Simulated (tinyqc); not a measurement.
Off-state leakage of single and stacked transistors: one step of the calculation.

n-channel devices of unit width. Subthreshold current I(Vg, Vs, Vd) = I0 (T/300 K)^0.5 exp[(Vg - Vs - VT(T) - gb (Vs - Vb) + dd (Vd - Vs))/(nf Vt)] (1 - exp(-(Vd - Vs)/Vt)), VT(T) = VT - cT (T - 300 K). Gate-edge tunnelling Ig (Vd/1 V) exp(ag (Vd - 1 V)), for a gate at 0 V, and band-to-band leakage Ab u exp(-Bb/u), u = Vd - Vb + 1 V, flow at a drain held at V; both are taken as independent of T. In a stack of off transistors (all gates at 0 V) the same subthreshold current passes through each.

Task. Leakage of one transistor. Vg = Vs = 0, Vd = V; effective threshold VT(T) - gb Vb - dd V.

Values chosen for this exercise; values of the order met in bulk silicon logic transistors:
- T = 300 K (temperature)
- V = 1.2 V (supply voltage)
- VT = 0.44 V (threshold at 300 K, zero drain and body bias)
- cT = 1 mV/K (fall of the threshold with temperature)
- I0 = 0.4 uA/um (current at threshold at 300 K)
- nf = 1.55 (slope factor)
- dd = 0.18 (drain-induced lowering per volt)
- gb = 0.11 (rise of the threshold per volt of source-body bias)
- Ig = 2e-6 uA/um (gate-edge tunnelling current at 1 V)
- ag = 3 1/V (exponential slope of the gate current)
- Ab = 20 uA/(um V) (prefactor of band-to-band leakage at the drain)
- Bb = 22 V (its exponential voltage)
- Vb = 0 V (body voltage)

Constants: q = 1.602176634e-19 C, kB = 1.380649e-23 J/K, Vt = kB T/q. Results are converted to the units shown.

Wanted: effective threshold; parts; total; shares.

Result.

effective threshold = 0.22400 V
parts (nA/um): subthreshold 1.4938, gate edge 0.0043731, band-to-band 1.9976
total = 3.4958 nA/um
shares (%): subthreshold 42.732, gate edge 0.12510, band-to-band 57.143

The band-to-band part is the largest.

Computed by the program tinyqc: `OMP_NUM_THREADS=1 python tinyqc.py 2242104 2242105 out.jsonl`, one thread of a shared Intel Xeon 2.30GHz, about 0.03 s for the whole run.
